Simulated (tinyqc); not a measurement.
Susceptibility above T_c: two-sublattice mean-field magnet: ferrimagnet, compensation points and susceptibility. Computed by tinyqc, a small Python program. Command: `OMP_NUM_THREADS=1 python tinyqc.py 3004165 3004166 out.jsonl ferri walk`. One thread of a shared host (Intel(R) Xeon(R) Processor @ 2.30GHz), about 0.01 s of CPU time with the checks.

A random alloy A(1-x)B(x) with H = -sum over pairs J S_i.S_j. a = <S_A> and b = <S_B> are taken along z, a > 0. Exchange fields: h_A = (1 - x) zJ_AA a + x zJ_AB b, h_B = (1 - x) zJ_AB a + x zJ_BB b; a = S_A B_(S_A)(S_A h_A/(k_B T)) and likewise for b, with the Brillouin function B_S(y) = [(2S + 1)/(2S)] coth[(2S + 1) y/(2S)] - [1/(2S)] coth[y/(2S)].

Inputs (values chosen for the exercise, for a model ferrimagnet):
```
quantity,value,unit
spin S_A,1.5,-
spin S_B,1.5,-
g factor g_A,2.1,-
g factor g_B,2,-
fraction x of B sites,0.4,-
z J_AA,32.7,meV
z J_BB,1.6,meV
z J_AB,-12,meV
T over T_c,0.79,-
```

Constants: k_B = 8.617333262e-05 eV/K.

Method. Linearised, T (a, b) = M (a, b) with M_ij = S_i (S_i + 1) c_j zJ_ij/(3 k_B), c_A = 1 - x, c_B = x. T_c is the larger eigenvalue, and its eigenvector gives b/a at onset, (T_c - M_AA)/M_AB. With a field B, T (a, b) = M (a, b) + (mu_B B/(3 k_B)) (g_A S_A (S_A + 1), g_B S_B (S_B + 1)). chi = m/B per site; C = mu_B [(1 - x) g_A^2 S_A (S_A + 1) + x g_B^2 S_B (S_B + 1)]/(3 k_B); the table gives C/chi, which tends to T - theta.

T_c = 308.874 K

M (K):
```
,A,B
A,284.601,-69.627
B,-104.441,9.284
```

Inverse susceptibility:
```
T (K),C/chi (K),T - C/chi (K)
315.1,17.1,297.97
339.8,76.0,263.71
386.1,162.6,223.44
463.3,276.0,187.31
617.7,463.0,154.71
926.6,795.8,130.83
1544.4,1428.5,115.89
3088.7,2982.3,106.45
```

What does the comparison show, and why?

T - C/chi sinks from 298 K just above T_c to 106 K at 10 T_c, on its way to the asymptotic theta. The curve of 1/chi is a hyperbola that bends down to zero at T_c = 309 K, so a Curie-Weiss line fitted at high T misses T_c.
